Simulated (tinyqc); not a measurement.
Harmonic frequencies on the RHF/sto-6g surface (energies and gradients from PySCF), for H3+, spin multiplicity 1, step by step. One step of it, computed by the program tinyqc.

Problem. Normal modes. Diagonalise H_ij / sqrt(m_i m_j); the 6 smallest eigenvalues belong to translations and rotations; wavenumber = sqrt(eigenvalue / 1822.888) x 219474.63; each mode has its largest component positive (the first on a tie); zero-point energy = sum of wavenumbers / 2, with 349.755 1/cm per kcal/mol. A mass of 2.014 u marks deuterium.

Hessian (symmetrised) (hartree/bohr^2), lower triangle:
```
             1Hx          1Hy          1Hz          2Hx          2Hy          2Hz          3Hx          3Hy
1Hx   0.22600491
1Hy   0.01717355   0.00130464
1Hz   0.01245805   0.00154308   0.05825503
2Hx  -0.10209700  -0.00826907  -0.05494569   0.08906103
2Hy  -0.00877168  -0.00070488  -0.00455779   0.00740719   0.00061874
2Hz  -0.10346344  -0.00821671  -0.03998218   0.06658047   0.00705065   0.19591646
3Hx  -0.12390812  -0.00890447   0.04248764   0.01303612   0.00136449   0.03688276   0.11087204
3Hy  -0.00840188  -0.00059977   0.00301471   0.00086188   0.00008614   0.00116605   0.00753999   0.00051363
3Hz   0.09100534   0.00667364  -0.01827246  -0.01163481  -0.00249287  -0.15593448  -0.07937033  -0.00418075

            3Hz
3Hz  0.17420676
```

masses (u): 1H 1.007825, 2H 2.014102, 3H 1.007825

Give: eigenvalues of the mass-weighted Hessian; harmonic wavenumbers of the vibrations; mass-weighted modes; zero-point energy.

Solution.

eigenvalues of the mass-weighted Hessian (hartree/(bohr^2 u)): 0.0000  0.0000  0.0000  0.0000  0.0000  0.0000  0.1340  0.1423  0.4323

harmonic wavenumbers of the vibrations (1/cm): 1881.5  1939.1  3379.8

mass-weighted modes:
```
      mode 1   mode 2   mode 3
1Hx  -0.1729  -0.5216   0.6480
1Hy  -0.0074  -0.0430   0.0488
1Hz   0.5459  -0.3544  -0.0046
2Hx  -0.2552   0.4013  -0.1706
2Hy  -0.0247   0.0282  -0.0165
2Hz  -0.5284  -0.1957  -0.3548
3Hx   0.5337  -0.0457  -0.4068
3Hy   0.0423   0.0031  -0.0254
3Hz   0.2010   0.6311   0.5062
```

zero-point energy = 10.2936 kcal/mol
